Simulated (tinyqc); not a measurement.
Comparisons within one model: alloy A(1-x)B(x) by interpolation with bowing. A value that a table varies takes the place of the one given here.

Each gap follows E(x) = (1 - x) E_A + x E_B - C x (1 - x); the lattice constant follows Vegard, a(x) = (1 - x) a_A + x a_B.

Mass at Gamma from the Kane formula 1/m = F + Ep (Eg + 2 Dso/3)/(Eg (Eg + Dso)). F is fixed by the masses of A and B and interpolated linearly, as is Ep; Eg and Dso carry their bowing.

Constants: hc = 1239.841984 eV nm.

Inputs chosen for the exercise (A near GaAs, B near GaP; the results hold for these values, not for the real material):
```
symbol  value                 unit      meaning
a       (5.651, 5.45)         angstrom  lattice constant of A, B
Eg      (1.533, 2.862)        eV        gap at Gamma to the s-like level of A, B
EgX     (1.953, 2.358)        eV        gap to the lowest valley along Gamma-X of A, B
EgL     (1.823, 2.725)        eV        gap to L of A, B
C       (0.19, 0.241, 0.184)  eV        bowing of the Gamma, X and L gaps
Dso     (0.337, 0.079)        eV        spin-orbit splitting of A, B
Ep      (25.6, 31.7)          eV        Kane energy of A, B
me      (0.0673, 0.1318)      m0        electron mass at Gamma of A, B
Cs      0                     eV        bowing of Dso
x       0.17                            fraction of B
```

## Gaps across the alloy

Eleven compositions.

Gaps (eV):
```
x    a (angstrom)  Gamma      X      L  lowest  wavelength (nm)
0.0        5.6510  1.533  1.953  1.823   Gamma              809
0.1        5.6309  1.649  1.972  1.897   Gamma              752
0.2        5.6108  1.768  1.995  1.974   Gamma              701
0.3        5.5907  1.892  2.024  2.055   Gamma              655
0.4        5.5706  2.019  2.057  2.140   Gamma              614
0.5        5.5505  2.150  2.095  2.228       X              592
0.6        5.5304  2.285  2.138  2.320       X              580
0.7        5.5103  2.423  2.186  2.416       X              567
0.8        5.4902  2.566  2.238  2.515       X              554
0.9        5.4701  2.712  2.296  2.618       X              540
1.0        5.4500  2.862  2.358  2.725       X              526
```

What can be read from the table?

The lowest valley changes at x = 0.441 (Gamma to X, gap 2.072 eV). The Gamma gap is monotonic, since its bowing (0.19 eV) is smaller than the difference of the end gaps (1.329 eV); at x = 0.5 bowing lowers it by C/4 = 0.048 eV.

## Three ways to interpolate a mass

Linear in m, linear in 1/m, and the Kane formula.

Masses (m0):
```
x      Eg (eV)  linear in m  linear in 1/m    Kane  Kane m/Eg (1/eV)
0.000    1.533       0.0673         0.0673  0.0673            0.0439
0.125    1.678       0.0754         0.0717  0.0727            0.0433
0.250    1.830       0.0834         0.0767  0.0787            0.0430
0.375    1.987       0.0915         0.0824  0.0852            0.0429
0.500    2.150       0.0995         0.0891  0.0924            0.0430
0.625    2.319       0.1076         0.0970  0.1005            0.0433
0.750    2.494       0.1157         0.1063  0.1096            0.0439
0.875    2.675       0.1237         0.1177  0.1199            0.0448
1.000    2.862       0.1318         0.1318  0.1318            0.0461
```

What does this show?

At x = 0.5 the three give 0.0995, 0.0891 and 0.0924; judged by the largest distance, the Kane value is closer to the interpolation in 1/m (largest distances 0.0071 m0 from the rule in m, 0.0035 m0 from the rule in 1/m). The ratio m/Eg varies by a factor of 1.07 while the gap varies by 1.87; a constant ratio is the two-band rule m = Eg/Ep at fixed Ep.

## What each parameter does

Gaps at x and the Kane mass. Each row changes one parameter from the base and keeps the others.

Results:
```
case                         Gamma (eV)  X (eV)  L (eV)  mass (m0)
base                             1.7321  1.9878  1.9504     0.0748
x = 0.13                         1.6843  1.9784  1.9194     0.0730
C = (0.29, 0.341, 0.284) eV      1.7180  1.9737  1.9363     0.0742
Eg = (1.61, 2.862) eV            1.7960  1.9878  1.9504     0.0743
EgX = (1.953, 2.24) eV           1.7321  1.9678  1.9504     0.0748
EgL = (1.732, 2.725) eV          1.7321  1.9878  1.8748     0.0748
Ep = (28.2, 34.9) eV             1.7321  1.9878  1.9504     0.0750
Cs = 0.05 eV                     1.7321  1.9878  1.9504     0.0747
```

What can be read from the table?

The largest shifts from the base row, up to three for each result and ties (the steps differ in size, so this ranks the rows, not the parameters). Gamma (eV): Eg +0.0639, x -0.0478, C -0.0141; unchanged at the printed digits by EgX, EgL, Ep and Cs. X (eV): EgX -0.0201, C -0.0141, x -0.0095; unchanged at the printed digits by Eg, EgL, Ep and Cs. L (eV): EgL -0.0755, x -0.0309, C -0.0141; unchanged at the printed digits by Eg, EgX, Ep and Cs. mass (m0): x -0.0018, C -0.0006, Eg -0.0005; unchanged at the printed digits by EgX and EgL.

(tinyqc, `OMP_NUM_THREADS=1 python tinyqc.py 1050685 1050686 out.jsonl`, Intel(R) Xeon(R) Processor @ 2.30GHz, 1 thread, shared host, about 0.01 s.)
